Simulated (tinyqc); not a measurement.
# Worked calculation: surface potential of a MOS transistor: implicit equation and explicit approximations

Program tinyqc, `OMP_NUM_THREADS=1 python tinyqc.py 2122171 2122172 out.jsonl`; Intel Xeon 2.30GHz, shared host, one thread, about 0.01 s. Printed values are rounded.

p-type body, charge-sheet picture, depletion and inversion only, full ionisation (an idealisation for deep acceptors), Boltzmann statistics (rough once Na exp(x - xn) passes about Nc/7). In units of Vt: xg = (Vg - Vfb)/Vt, x = psi/Vt, G = gamma/sqrt(Vt), xn = (2 phiF + Vc)/Vt. The implicit equation is (xg - x)^2 = G^2 [x - 1 + exp(x - xn)] for x above about 3. Cox = eps0 eox/tox.

Parameters, values chosen for the exercise; band and dielectric values those of a made-up semiconductor: temperature T = 250 K; band gap Eg = 1.23 eV; relative permittivity eps_r = 14.1; conduction-band density of states at T Nc = 1.61e19 cm^-3; valence-band density of states at T Nv = 2.58e19 cm^-3; relative permittivity of the gate insulator (close to silicon dioxide) eox = 3.9; insulator thickness tox = 1.3 nm; acceptor density Na = 8e16 cm^-3; flat-band voltage Vfb = -0.74 V; channel-body voltage Vc = 0 V; gate-body voltage Vg = 0.9 V.

Constants: q = 1.602176634e-19 C, kB = 1.380649e-23 J/K, Vt = kB T/q, eps0 = 8.8541878128e-14 F/cm where lengths are in cm. Results are converted to the units shown.

Range of the model: The electron quasi-Fermi level lies less than 2 Vt below the band edge at the surface, or above it, where degeneracy and confinement, left out, matter.

## Scales

ni = sqrt(Nc Nv) exp(-Eg/(2 Vt)), Eg in volts; phiF = Vt ln(Na/ni); gamma = sqrt(2 q eps0 eps_r Na)/Cox; VT = Vfb + Vt (xn + G sqrt(xn - 1)).

phiF = 0.4956429 V
gamma = 0.06734869 V^0.5
G = 0.4588520
xn = 46.01358
VT = 0.3176078 V
xg = 76.12564

## Explicit approximation

Depletion value a = 1 + [sqrt(G^2/4 + xg - 1) - G/2]^2; inversion value b = xn + ln[(xg - xn)^2/G^2 - xn + 1] and first guess y = min(a, b) - ln(1 + exp(-|a - b|)) if a > xn + 1, else b = y = a; one second-order correction with D = exp(y - xn), p = 2 (xg - y) + G^2 (1 + D), w = (xg - y)^2 - G^2 (y - 1 + D): z = y + 2 w/(p + sqrt(p^2 - 2 (2 - G^2 D) w)), or the Newton step z = y + w/p where the root is not real.

a = 72.25242
b = 54.37098
y = 54.37098
p = 940.9787
w = -435.2305
z = 53.68384

The root of the implicit equation is x = 53.7639; y misses it by 0.61 and z by -0.080, in units of Vt.

## Starting value

x = y rounded to two decimals.

x at the start = 54.37

## Iteration 1: new x

D = exp(x - xn), f = (xg - x)^2 - G^2 (x - 1 + D), f' = -2 (xg - x) - G^2 (1 + D), x(new) = x - f/f'.

D = 4257.434
f = -434.3113
f' = -940.1041
x after iteration 1 = 53.90802

## Iteration 2: new x

As before.

D = 2682.327
f = -82.26783
f' = -609.3968
x after iteration 2 = 53.77302

## Iteration 3: new x

As before.

D = 2343.594
f = -4.904009
f' = -538.3483
x after iteration 3 = 53.76391

## Course of the iteration

Stop when the step is below 1e-11, or after 60 iterations.

Course of the iteration:
```
iteration,x before the step,step
1,54.37,-0.462
2,53.90802,-0.135
3,53.77302,-9.11e-3
4,53.76391,-3.81e-5
5,53.76387,-6.61e-10
6,53.76387,0
```

Converged in 6 iterations.

## Potential, charges and gate control

converged x = 53.76387

psi = Vt x; N_dep = Cox Vt G sqrt(x - 1)/q; N_inv = (Cox Vt G/q) [sqrt(x - 1 + exp(x - xn)) - sqrt(x - 1)]; dpsi/dVg = 1/[1 + G^2 (1 + exp(x - xn))/(2 (xg - x))].

psi = 1.158253 V
N_dep = 1.190456e12 cm^-2
N_inv = 6.7965e12 cm^-2
dpsi/dVg = 0.08377178

psi lies 7.8 Vt above 2 phiF + Vc.
